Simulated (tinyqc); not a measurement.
Worked calculation: CISD on RHF in the sto-3g basis, for Li+, spin multiplicity 1. One step of it, computed by the program tinyqc.

Question. Orthogonalisation. S = U s U^T; symmetric (Loewdin) form X = U s^(-1/2) U^T, so that X^T S X = 1.

overlap S, order 1Li 1s, 1Li 2s, 1Li 2px, 1Li 2py, 1Li 2pz:
```
[[1.000000, 0.241137, 0.000000, 0.000000, 0.000000],
 [0.241137, 1.000000, 0.000000, 0.000000, 0.000000],
 [0.000000, 0.000000, 1.000000, 0.000000, 0.000000],
 [0.000000, 0.000000, 0.000000, 1.000000, 0.000000],
 [0.000000, 0.000000, 0.000000, 0.000000, 1.000000]]
```

Give: eigenvalues of S; X.

Answer.

eigenvalues of S: [0.759, 1.000, 1.000, 1.000, 1.241]

X, order 1Li 1s, 1Li 2s, 1Li 2px, 1Li 2py, 1Li 2pz:
```
[[1.023, -0.125, 0.000, 0.000, 0.000],
 [-0.125, 1.023, 0.000, 0.000, 0.000],
 [0.000, 0.000, 1.000, 0.000, 0.000],
 [0.000, 0.000, 0.000, 1.000, 0.000],
 [0.000, 0.000, 0.000, 0.000, 1.000]]
```
